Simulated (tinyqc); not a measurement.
Transfer between valleys with doping: electrons shared among three sets of ellipsoidal valleys.

F_j(eta) = (1/Gamma(j + 1)) integral_0^infinity x^j dx/(1 + exp(x - eta)), which tends to exp(eta) for eta << 0.

Sets L, Gamma, Delta: N_i = M_i times N = 2 (m kB T/(4 pi c))^(3/2) with c = hbar^2/2m0, in 1/angstrom^3; times 1e24 for 1/cm^3, m = (ml mt^2)^(1/3); n = sum_i N_i F_1/2((EF - dE_i)/kT), energies from the edge of the first set; mu_drift = sum of share times mobility.

Constants: hbar^2/2m0 = 3.80998211 eV angstrom^2; kB = 8.617333262e-05 eV/K.

Inputs chosen for the exercise (masses and offsets near those of Ge; mobilities are free inputs, held fixed; the results hold for these values, not for the real material): dE = (0, 0.107, 0.177) eV (edges of L, Gamma, Delta above the first); M = (4, 1, 6) (valleys in each set); ml = (1.589, 0.039, 0.92) m0 (longitudinal masses of L, Gamma, Delta); mt = (0.0854, 0.039, 0.2092) m0 (transverse masses); mu = (3700, 23000, 1200) cm^2/(V s) (mobility of each set); T = 77 K.

Parabolic valleys; band tails and gap narrowing are left out.

Populations:
```
n (1/cm^3)  EF (eV)  share L  share Gamma  share Delta  mu_drift
1.0e+16     -0.0328   1.0000       0.0000       0.0000      3700
1.0e+17     -0.0174   1.0000       0.0000       0.0000      3700
1.0e+18     -0.0006   1.0000       0.0000       0.0000      3700
3.0e+18      0.0099   1.0000       0.0000       0.0000      3700
1.0e+19      0.0283   1.0000       0.0000       0.0000      3700
3.0e+19      0.0611   1.0000       0.0000       0.0000      3700
1.0e+20      0.1373   0.9979       0.0020       0.0001      3738
```

What can be read from this table?

The share of L goes from 1.000 to 0.998 and the mean mobility from 3700 to 3738 cm^2/(V s). L holds more than Gamma throughout. The share of Delta is at most 9.9e-05.

tinyqc: `OMP_NUM_THREADS=1 python tinyqc.py 1681432 1681433 out.jsonl`; about 0.01 s, one thread, shared Intel(R) Xeon(R) Processor @ 2.30GHz.
